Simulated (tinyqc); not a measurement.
Inside a calculation. Model: van der Pauw, Hall and four-point-probe measurements on a doped layer.

tinyqc, about 0.01 s, one thread, Intel Xeon 2.30GHz (shared host): `OMP_NUM_THREADS=1 python tinyqc.py 2850114 2850115 out.jsonl` Printed values are rounded.

A uniform n-type layer with sheet resistance Rs = 1/(q ns mu), point contacts, low field (mu B small).

Inputs (values chosen for the exercise): sheet density of the layer ns = 2.9e14 cm^-2; drift mobility mu = 100 cm^2/(V s); Hall factor rH = 0.8; magnetic field B = 0.3 T; current I = 1000 uA; side ratio a/b of a rectangular sample with corner contacts ar = 1.41; thickness of the layer t = 580 nm.

Constants: q = 1.602176634e-19 C. Results are converted to the units shown.

## Resistances and Hall voltage

Rs = 1/(q ns mu). For a rectangle with contacts at the corners, RA = (8 Rs/pi) sum_(k>=0) ln coth((2k + 1) pi a/(2 b)) with current along a short side b and voltage along the opposite one, RB the same with a and b exchanged; Hall voltage VH = rH B I/(q ns), negative for electrons.

Rs = 215.224 ohm/square
RA = 13.0669 ohm
RB = 119.938 ohm
VH = -0.516539 mV

RB/RA = 9.18; for a square both equal Rs ln 2/pi = 47.5 ohm.

## Starting value

z = 2 ln 2/(pi (RA + RB)), exact for RA = RB.

z at the start = 3.31769 mS

## Iteration 1: new z

The van der Pauw equation exp(-pi RA z) + exp(-pi RB z) = 1 is solved for z = 1/Rs: e1 = exp(-pi RA z), e2 = exp(-pi RB z), f = e1 + e2 - 1, f' = -pi (RA e1 + RB e2), z(new) = z - f/f'.

e1 = 0.872673
e2 = 0.286476
f = 0.159149
f' = -0.143768 kohm
z after iteration 1 = 4.42468 mS

## Iteration 2: new z

As before.

e1 = 0.833904
e2 = 0.188773
f = 0.0226766
f' = -0.105362 kohm
z after iteration 2 = 4.63991 mS

## Course of the iteration

Stop when the step is below 1e-10 mS, or after 40 iterations.

Course of the iteration:
```
iteration  z before the step (mS)  step (mS)
1                         3.31769       1.11
2                         4.42468      0.215
3                         4.63991    6.40e-3
4                         4.64631    5.37e-6
5                         4.64631   3.79e-12
```

Converged in 5 iterations.

## Sheet density, mobility and bulk values

converged z = 4.64631 mS

Rs = 1/z; Hall sheet density B I/(q |VH|); Hall mobility |VH|/(Rs B I); true values ns = rH times the Hall density, mu = Hall mobility/rH; bulk density ns/t, resistivity Rs t; correction factor F = Rs/[(pi/ln 2)(RA + RB)/2].

Rs = 215.224 ohm/square
Hall sheet density = 3.625e14 cm^-2
Hall mobility = 80 cm^2/(V s)
ns = 2.9e14 cm^-2
mu = 100 cm^2/(V s)
bulk density = 5e18 cm^-3
resistivity = 0.0124830 ohm cm
F = 0.714049

Taking the mean of RA and RB without F would overstate Rs by 40 %.
